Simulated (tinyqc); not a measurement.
Convergence with the mesh: Wannier function of the lower band of a two-orbital chain.

H(k) = [[-d/2 - 2 ta cos k, -t1 - t2 exp(-ik)], [-t1 - t2 exp(ik), d/2 - 2 tb cos k]], k in 1/a, Bloch sums with exp(ikR) and without the positions inside the cell. Mesh k_j = 2 pi j/N. Projection gauge: each lower eigenvector u is multiplied by the phase that makes <trial|u> real and positive (the one-band case of Loewdin orthogonalisation). Wannier amplitudes w(R) = (1/N) sum_k exp(ikR) u(k); hoppings H(R) = (1/N) sum_k exp(-ikR) E(k).

Values chosen for the exercise: d = -1.04 eV (A at -d/2, B at +d/2); t1 = 1.79 eV (A-B in the cell); t2 = 0.4 eV (B to A of the next cell); ta = -0.15 eV (A-A between cells); tb = 0.01 eV (B-B between cells); xb = 0.4 a (position of B (A at 0)); th = 45 degrees (trial orbital cos(th) A + sin(th) B in cell 0).

Centre and Omega_I from overlaps M_j = u_j^+ diag(1, exp(-i b xb)) u_(j+1), b = 2 pi/N: centre -(1/2 pi) sum arg M, Omega_I = (1/(N b^2)) sum (1 - |M|^2). Largest error of the Fourier interpolation on 41 points from 0 to pi.

Mesh:
```
N   centre (a)  Omega_I (a^2)  H(1) (eV)  largest error (meV)
3      0.25866        0.03803   -0.13247               47.403
4      0.25619        0.03967   -0.14432                4.332
6      0.25463        0.04169   -0.14312                0.655
8      0.25407        0.04243   -0.14309                0.107
12     0.25366        0.04299   -0.14309                0.003
16     0.25352        0.04319   -0.14309                0.000
24     0.25342        0.04334   -0.14309                0.000
```

How do the results move, and what explains it?

The interpolation error falls exponentially, from 4.3 meV at N = 4 to 0.003 at N = 12, because the hoppings decay exponentially for an isolated band (smallest gap 2.87 eV). Omega_I carries a finite-difference error and converges as a power: against the value 0.04345 on 400 points it is off by -0.00046 at N = 12 and -0.00012 at N = 24, an exponent of 1.98, near the limit 2.

Run: tinyqc, `OMP_NUM_THREADS=1 python tinyqc.py 1481339 1481340 out.jsonl`; Intel(R) Xeon(R) Processor @ 2.30GHz, one thread, shared host; about 0.1 s of CPU time with all checks.
